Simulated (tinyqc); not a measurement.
Chemical-mechanical planarisation: Preston law, pattern density and step-height reduction: one step, computed by the program tinyqc. Command: `OMP_NUM_THREADS=1 python tinyqc.py 3015483 3015484 out.jsonl cmp walk`. One thread of a shared host (Intel(R) Xeon(R) Processor @ 2.30GHz), about 0.01 s of CPU time with the checks.

A row of 8 cells, repeated periodically, holds raised features that cover a share rho of each cell.

Question. State at time t. While h > h_c only raised areas polish, at R0/rho_eff, until t_c = rho_eff (h0 - h_c)/R0. After that h = h_c exp(-(t - t_c)/tau), tau = rho_eff h_c/R0; low areas polish at R0 (1 - h/h_c) and raised areas at R0 [1 + (1 - rho_eff) h/(rho_eff h_c)]. Removed from raised areas after t_c: h0 - h_c + R0 (t - t_c) + (1 - rho_eff)(h_c - h); from low areas: R0 (t - t_c) - rho_eff (h_c - h). Film left = z0 less the removal from raised areas.

Inputs (values chosen for the exercise, close to those used for copper polishing):
```
quantity                        value  unit
initial step height h0            250    nm
contact height h_c                 48    nm
film above the raised areas z0    520    nm
polish time t                     190     s
```

effective densities: 0.3573490  0.2670167  0.4990523  0.6916988  0.6231680  0.7134321  0.4814647  0.6668184

blanket rate R0 = 1.307615 nm/s

Give: Cells; range of film left across the row; largest remaining step; thinnest film left.

Answer.

Cells:
```
cell  rho_eff  t_c (s)  step h (nm)  removed, raised (nm)  removed, low (nm)  film left on raised areas (nm)
1     0.35735    55.20       0.0017                409.11             159.11                          110.89
2     0.26702    41.25       0.0000                431.69             181.69                           88.31
3     0.49905    77.09       0.1011                373.63             123.73                          146.37
4     0.69170   106.85       1.8158                324.96              76.78                          195.04
5     0.62317    96.27       0.7974                342.35              93.15                          177.65
6     0.71343   110.21       2.2807                319.44              71.72                          200.56
7     0.48146    74.38       0.0692                378.04             128.11                          141.96
8     0.66682   103.01       1.3735                331.28              82.66                          188.72
```

range of film left across the row = 112.26 nm

largest remaining step = 2.2807 nm

thinnest film left = 88.307 nm

8 of 8 cells have reached contact. The cell with the lowest rho_eff has lost the most film from its raised areas.
